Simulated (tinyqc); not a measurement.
Hole subbands of a hard-walled well, four-band Luttinger model: sweeps and comparisons. A value that a table varies takes the place of the one given here.

Hole energies are counted downwards from the unstrained band edge, c = hbar^2/2m0. After the usual block transformation one block is H = [[P + Q - Zs, R - i S], [R + i S, P - Q + Zs]] in (heavy, light), with P +/- Q = c [(g1 +/- g2) k^2 + (g1 -/+ 2 g2) kz^2], R = sqrt(3) c gR k^2, S = 2 sqrt(3) c g3 k kz, kz = -i d/dz; axial approximation gR = (g2 + g3)/2. Zs = b (e_par - e_perp) is the shear part of the strain (the hydrostatic part shifts all levels alike and is left out). Basis sqrt(2/L) sin(n pi z/L), n = 1 to N, for each component: kz^2 gives (n pi/L)^2 and the heavy-light block is R delta_nm - 2 sqrt(3) c g3 k D_nm with D_nm = 4 n m/(L (n^2 - m^2)) for n + m odd, 0 otherwise. The other block has the same levels. The split-off band is left out.

Constants: hbar^2/2m0 = 3.80998211 eV angstrom^2.

Values chosen for the exercise (near those of AlAs; not measured data): g1 = 3.75 (Luttinger gamma1); g2 = 0.82 (gamma2); g3 = 1.42 (gamma3); L = 155 angstrom (well width along [001]); Zs = 0 eV (shear strain energy); k = 0.0187 1/angstrom (wave vector in the plane); Zlist = (-0.0192, -0.0123, -0.0067, -0.0019, 0, 0.0055, 0.0171) eV (shear strain energies (negative: tension in the plane, for b < 0)).

## Which coupling does what

N = 20, at the given k. Diagonal: R = S = 0. Along [100] and [110] gR is g2 and g3 instead of their mean.

Hole energies (meV):

| model | E1 | E2 | E3 | E4 |
|---|---|---|---|---|
| diagonal | 9.39 | 12.34 | 19.30 | 35.81 |
| R alone | 7.89 | 13.84 | 18.94 | 35.66 |
| S alone | 7.93 | 8.34 | 20.85 | 25.26 |
| axial | 6.17 | 9.71 | 20.92 | 25.32 |
| [100] | 6.71 | 9.35 | 20.89 | 25.29 |
| [110] | 5.60 | 10.02 | 20.98 | 25.34 |

How do the results move?

The couplings move E1 by -3.22 meV: R alone by -1.50, S alone by -1.46, so R matters more at k L/pi = 0.92 (R grows as k^2 and joins equal n, S as k and joins n of opposite parity). Warping spreads E1 by 1.11 meV between [100] and [110], the hole being heavier along [110]; the axial value lies between them.

## Strain

N = 20. dE is the rise of the top subband from k = 0 to k1 = pi/(4L), m1 = c k1^2/dE (dash if dE is not positive), and the heavy weight is taken at k = pi/L.

Top subband:

| Zs (eV) | HH1 (meV) | LH1 (meV) | dE (meV) | heavy weight | m1 (m0) |
|---|---|---|---|---|---|
| -0.0192 | 22.5 | -10.8 | 0.217 | 0.028 | 0.451 |
| -0.0123 | 15.6 | -3.9 | 0.186 | 0.056 | 0.525 |
| -0.0067 | 10.0 | 1.7 | 0.128 | 0.127 | 0.766 |
| -0.0019 | 5.2 | 6.5 | 0.307 | 0.362 | 0.318 |
| 0.0000 | 3.3 | 8.4 | 0.347 | 0.580 | 0.282 |
| 0.0055 | -2.2 | 13.9 | 0.376 | 0.919 | 0.260 |
| 0.0171 | -13.8 | 25.5 | 0.401 | 0.981 | 0.244 |

How do the results move?

HH1 and LH1 cross at Zs = -2 c g2 (pi/L)^2 = -0.0026 eV; for more negative Zs the light hole is on top. Among the rows with HH1 on top, m1 goes from 0.318 to 0.244 m0 as the splitting widens from 1 to 39 meV, against the unmixed 1/(g1 + g2) = 0.219: compression lightens the holes here. m1 describes the neighbourhood of k = 0 only; where HH1 and LH1 lie close, the band may peak further out.

## What each parameter does

N = 20; the three lowest hole energies at the given k and the heavy weight of the lowest. Each row changes one parameter from the base and keeps the others.

Results:

| case | E1 (meV) | E2 (meV) | E3 (meV) | heavy weight |
|---|---|---|---|---|
| base | 6.17 | 9.71 | 20.92 | 0.628 |
| g1 = 4.05 | 7.18 | 11.01 | 22.87 | 0.644 |
| g2 = 0.74 | 6.32 | 9.84 | 21.40 | 0.622 |
| g3 = 1.31 | 6.55 | 10.12 | 20.79 | 0.650 |
| L = 145 angstrom | 6.85 | 10.61 | 23.01 | 0.675 |
| Zs = -0.01 eV | 0.55 | 15.02 | 25.48 | 0.065 |
| k = 0.0131 1/angstrom | 5.21 | 8.25 | 17.51 | 0.872 |

What can be read from the table?

The largest shifts from the base row, up to three for each result and ties (the steps differ in size, so this ranks the rows, not the parameters). E1 (meV): Zs -5.62, g1 +1.01, k -0.96. E2 (meV): Zs +5.31, k -1.46, g1 +1.30. E3 (meV): Zs +4.55, k -3.41, L +2.08. heavy weight: Zs -0.564, k +0.244, L +0.047.

Run: tinyqc, `OMP_NUM_THREADS=1 python tinyqc.py 1280141 1280142 out.jsonl`; Intel(R) Xeon(R) Processor @ 2.30GHz, one thread, shared host; about 0.1 s of CPU time with all checks.
